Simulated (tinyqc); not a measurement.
Inside a calculation. Model: surface photovoltage measurement of the minority-carrier diffusion length in a wafer. Computed by tinyqc, a small Python program that keeps every step. Command: `OMP_NUM_THREADS=1 python tinyqc.py 3130340 3130341 out.jsonl spv walk`. One thread of a shared host (Intel(R) Xeon(R) Processor @ 2.30GHz), about 0.01 s of CPU time with the checks. Intermediate numbers are printed to about 7 digits and carried at full precision; extremes and crossings named in words are read from the listed rows.

Low injection, steady light, a depletion layer much thinner than 1/alpha and L. The excess density dn is taken at the front edge of the neutral region; light that reaches the back is lost.

Inputs (values chosen for the exercise, modelled on p-type silicon at room temperature):

| quantity | value | unit |
|---|---|---|
| diffusion length L | 51 | micrometre |
| wafer thickness W | 300 | micrometre |
| diffusivity D | 25 | cm^2/s |
| front recombination velocity S_f | 950 | cm/s |
| back recombination velocity S_b | 120000 | cm/s |
| photon flux entering | 5.4e+13 | 1/(cm^2 s) |
| minority density at the surface barrier scale n_0 | 3.1e+08 | 1/cm^3 |
| temperature T | 298 | K |
| wavelength | 923 | nm |
| relative noise of each reading | 0.5 | % |
| diffusion length after pair splitting over L | 0.83 | - |
| iron factor C | 1.03e+16 | micrometre^2/cm^3 |

Constants: k_B = 8.617333262e-05 eV/K.

## One wavelength

alpha = (84.732/lambda - 76.417)^2 per cm with lambda in micrometre (an empirical fit for silicon between 0.7 and 1.05 micrometre). Thick wafer: dn = Phi L/((S_f + D/L)(L + 1/alpha)). Finite wafer, with s = S_b L/D, w = W/L, a = alpha L: dn = [Phi a/(a^2 - 1)] [a - B - exp(-alpha W)(a - s)/(cosh w + s sinh w)]/(S_f + B D/L), B = (sinh w + s cosh w)/(cosh w + s sinh w). Photovoltage V = (k_B T/e) ln(1 + dn/n_0). Lifetime = L^2/D.

alpha = 236.6567 1/cm

penetration depth 1/alpha = 42.25530 micrometre

dn, thick wafer = 5.046485e+09 1/cm^3

B = 1.000014

dn, finite wafer = 5.046178e+09 1/cm^3

photovoltage V = 73.17247 mV

lifetime = 1.0404 microsecond

Caution: dn is not small against n_0, so V is not linear in the flux; the constant-flux reading then needs dn, not V.

## The linear plot

normal deviates g for the noise: 1.66  -0.01  -0.07  1.42  -1.60  -1.39  1.42

Readings y = (Phi/dn) (1 + noise x g) at 780, 830, 880, 920, 950, 975 and 995 nm; a least-squares line y = c (1/alpha + L_app) gives L_app = intercept/slope.

Readings:

| lambda (nm) | 1/alpha (micrometre) | y (cm/s) | line (cm/s) |
|---|---|---|---|
| 780 | 9.6364 | 7015.54 | 6952.97 |
| 830 | 15.1760 | 7593.08 | 7590.80 |
| 880 | 25.3298 | 8755.58 | 8759.94 |
| 920 | 40.6576 | 10592.45 | 10524.81 |
| 950 | 61.2783 | 12782.24 | 12899.13 |
| 975 | 90.9173 | 16177.81 | 16311.83 |
| 995 | 130.8877 | 21036.88 | 20914.11 |

slope = 115.1422 cm/(s micrometre)

apparent length L_app = 50.74946 micrometre

error of L_app (rounded to 0.001) = -0.491 %

Without noise the error would be -0.2 %, from the finite thickness at W/L = 5.9. S_f scales all readings alike and leaves L_app unchanged.

## Where the wafer is too thin

No noise; L is varied at fixed W, and the last two columns set S_b to 0 and to 1e7 cm/s.

Apparent length (micrometre):

| L | W/L | given S_b | S_b = 0 | S_b = 1e7 |
|---|---|---|---|---|
| 15 | 20.00000 | 15.0000 | 15.0000 | 15.0000 |
| 30 | 10.00000 | 29.9992 | 30.0002 | 29.9992 |
| 60 | 5.00000 | 59.7183 | 60.1245 | 59.7044 |
| 90 | 3.33333 | 87.2231 | 91.4946 | 87.1269 |
| 150 | 2.00000 | 128.1971 | 163.5435 | 127.7506 |
| 240 | 1.25000 | 159.7233 | 292.8111 | 158.7843 |
| 390 | 0.76923 | 178.9342 | 510.8807 | 177.5940 |
| 630 | 0.47619 | 187.7685 | 759.6727 | 186.2177 |
| 1200 | 0.25000 | 192.1080 | 993.4097 | 190.4476 |

With a fast back surface L_app levels off, at 190 micrometre in the last row; with a passive one it reaches up to 1.31 times L among these rows and is 993 in the last. All three columns are within 5 % of L down to W/L = 3.3.

## Iron from two lengths

Splitting iron-boron pairs in boron-doped silicon shortens L; with nothing else changing, [Fe] = C (1/L_after^2 - 1/L^2). It is evaluated with the true lengths and with the apparent ones (without noise), which differ when the wafer is not thick against L.

L_after = 42.33 micrometre

[Fe] from the true lengths = 1.788301e+12 1/cm^3

[Fe] from the apparent lengths = 1.779797e+12 1/cm^3

bias, apparent over true less 1 (rounded to 0.001) = -0.476 %

Checks made by the program: dn against a finite-difference solution (relative difference 7e-07).
